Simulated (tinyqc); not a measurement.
Worked calculation: time-dependent dielectric breakdown: cell percolation, Weibull statistics, area scaling and voltage extrapolation. Computed by tinyqc, a small Python program that keeps every step. Command: `OMP_NUM_THREADS=1 python tinyqc.py 3017839 3017840 out.jsonl tddb walk`. One thread of a shared host (Intel(R) Xeon(R) Processor @ 2.30GHz), about 0.01 s of CPU time with the checks. Intermediate numbers are printed to about 5 digits and carried at full precision; extremes and crossings named in words are read from the listed rows.

The oxide is divided into columns of area a^2, each holding m = t_ox/a cells (m is taken as continuous). A share lambda(t) = (t/t_1)^alpha of the cells is defective, and a column whose cells are all defective breaks down.

Inputs (values chosen for the exercise, for a model gate oxide):

| quantity | value | unit |
|---|---|---|
| oxide thickness t_ox | 4.9 | nm |
| defect cell size a | 1.2 | nm |
| exponent alpha of defect growth | 0.42 | - |
| time t_1 at which the occupied share would reach 1 | 1e+09 | s |
| test area A | 100 | um^2 |
| product area A_u | 200000 | um^2 |
| stress voltage V | 5.44 | V |
| use voltage V_u | 3.5 | V |
| local exponent n = -d ln t/d ln V at the stress voltage | 46 | - |
| activation energy E_a | 0.81 | eV |
| stress temperature T | 140 | C |
| use temperature T_u | 100 | C |
| allowed failure fraction F | 0.001 | - |

Voltage law used: 1/E.

Constants: k_B = 8.617333262e-05 eV/K.

## Weibull parameters from the cell model

Failure fraction F = 1 - (1 - lambda^m)^N with N = A/a^2 columns, which for small lambda^m is 1 - exp(-(t/t63)^beta) with beta = alpha m and t63 = t_1 N^(-1/beta); critical share lambda(t63) = N^(-1/m). 1 um^2 = 1e6 nm^2.

cells per column m = 4.0833

columns N = 6.9444e+07

Weibull slope beta = 1.715

characteristic life t63 = 26768 s

critical share of defective cells = 0.012012

Times between F = 10 % and 90 % span a factor 6.04: the smaller beta = alpha m, the wider the scatter. Caution: t_1 is an input here; in a real oxide it changes with thickness at fixed voltage.

## A sample of breakdown times

uniform random numbers u: 0.3273  0.1137  0.8449  0.1606  0.4017  0.8945  0.0416  0.5953  0.6292  0.0166  0.0315  0.8034

Each device fails at t = t63 (-ln(1 - u))^(1/beta). Sort the times; median rank F_i = (i - 0.3)/(n_s + 0.4) for n_s devices; W = ln(-ln(1 - F_i)).

Weibull plot:

| i | t (s) | F_i | ln t | W |
|---|---|---|---|---|
| 1 | 2465 | 0.05645 | 7.810 | -2.8455 |
| 2 | 3598 | 0.13710 | 8.188 | -1.9142 |
| 3 | 4244 | 0.21774 | 8.353 | -1.4042 |
| 4 | 7801 | 0.29839 | 8.962 | -1.0374 |
| 5 | 9690 | 0.37903 | 9.179 | -0.7413 |
| 6 | 15607 | 0.45968 | 9.655 | -0.4852 |
| 7 | 18152 | 0.54032 | 9.807 | -0.2520 |
| 8 | 25248 | 0.62097 | 10.137 | -0.0303 |
| 9 | 26644 | 0.70161 | 10.190 | 0.1901 |
| 10 | 35548 | 0.78226 | 10.479 | 0.4216 |
| 11 | 38483 | 0.86290 | 10.558 | 0.6867 |
| 12 | 42940 | 0.94355 | 10.668 | 1.0558 |

## Fitting the sample

W = ln(-ln(1 - F_i)) with the median ranks F_i. Least squares in W: W = beta ln t - beta ln t63. Maximum likelihood: solve sum t^b ln t/sum t^b - 1/b = mean of ln t for b, then t63 = (mean of t^b)^(1/b).

slope by least squares = 1.1236

t63 by least squares = 21380 s

slope by maximum likelihood = 1.3363

t63 by maximum likelihood = 20881 s

The true values are beta = 1.715 and t63 = 26800 s. With 12 devices the standard error of the maximum-likelihood slope is about 0.78 beta/sqrt(n_s) = 0.39; the fits miss by -0.59 and -0.38, and t63 by -20 and -22 %.

## Projection to use conditions

All three voltage laws share the slope n at the stress voltage. Factor t(V_u)/t(V): E law exp(n (1 - V_u/V)); 1/E law exp(n (V/V_u - 1)); power law (V/V_u)^n. Temperatures in kelvin are T(C) + 273.15. Temperature factor exp[(E_a/k_B)(1/T_u - 1/T)]; area factor (A/A_u)^(1/beta); percentile factor (-ln(1 - F))^(1/beta); life = t63 x all four; 1 year = 3.15576e7 s.

voltage factor = 1.1838e+11

temperature factor = 11.460

area factor = 0.011891

percentile factor = 0.017818

projected life = 2.4378e+05 years

Area and percentile together cost 3.7 decades, voltage and temperature return 12.1; a ten-year target is met. Caution: a voltage factor of more than nine decades rests wholly on the chosen law and cannot be tested.

## Three voltage laws

Life = t63 x voltage, temperature, area and percentile factors, the last three as above.

Log10 of the life in years:

| V_u/V | V_u (V) | E law | 1/E law | power law |
|---|---|---|---|---|
| 1.00 | 5.440 | -5.6863 | -5.686 | -5.686 |
| 0.95 | 5.168 | -4.6874 | -4.635 | -4.662 |
| 0.90 | 4.896 | -3.6885 | -3.467 | -3.581 |
| 0.80 | 4.352 | -1.6908 | -0.692 | -1.228 |
| 0.70 | 3.808 | 0.3070 | 2.876 | 1.439 |
| 0.60 | 3.264 | 2.3048 | 7.632 | 4.519 |
| 0.50 | 2.720 | 4.3025 | 14.291 | 8.161 |
| 0.40 | 2.176 | 6.3003 | 24.280 | 12.619 |

At V_u/V = 0.9 the laws differ by 0.22 decades at most, and at 0.5 by 10.0. The E law is the most cautious and the 1/E law the most hopeful. Ten years are reached at V_u/V = 0.665 (E), 0.749 (1/E), 0.716 (power). Caution: the rows at low voltage extrapolate over many decades and cannot be tested.

Checks made by the program: Weibull form against the exact column count at t63 (relative difference 4e-09).
